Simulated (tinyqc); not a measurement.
Stress in a transistor channel from embedded alloy regions, liners and fins, by half-space elasticity. Changing the length of a cut fin or stripe. Computed by tinyqc, a small Python program. Command: `OMP_NUM_THREADS=1 python tinyqc.py 3021371 3021372 out.jsonl stressor sweep`. One thread of a shared host (Intel(R) Xeon(R) Processor @ 2.30GHz), about 0.05 s of CPU time with the checks.

Plane strain in an isotropic half-space, the same constants everywhere; x along the channel from its centre, y downwards from the free surface; stress is positive in tension.

Inputs (values chosen for the exercise, modelled on silicon): height of the strained layer h = 30 nm.

Method. Shear-lag estimate for a stripe of length l and height h on a like substrate: the stress along it is s(x)/s_film = 1 - cosh(x/lam)/cosh(l/(2 lam)), lam = (pi/2) g h with g = 1.258; mean = 1 - (2 lam/l) tanh(l/(2 lam)).

One run for each value:
```
length of a cut fin or stripe (nm),share kept at the centre,share kept on average
30,0.03118,0.02081
50,0.08278,0.05535
83,0.20332,0.13663
140,0.43883,0.29903
230,0.71838,0.50537
390,0.92555,0.69683
650,0.99168,0.81760
1100,0.99981,0.89221
1800,1.00000,0.93413
```

Describe the trends.

Over the rows, share kept at the centre rises from 0.0312 to 1.000 (exponent d ln y / d ln x 1.9 between the first rows and 3.8e-4 between the last); share kept on average rises from 0.0208 to 0.934 (exponent d ln y / d ln x 1.9 between the first rows and 0.093 between the last).

Caution (rows 650, 1100, 1800): far from the ends the true relaxation falls as h/x, more slowly than the exponential of the shear-lag model.
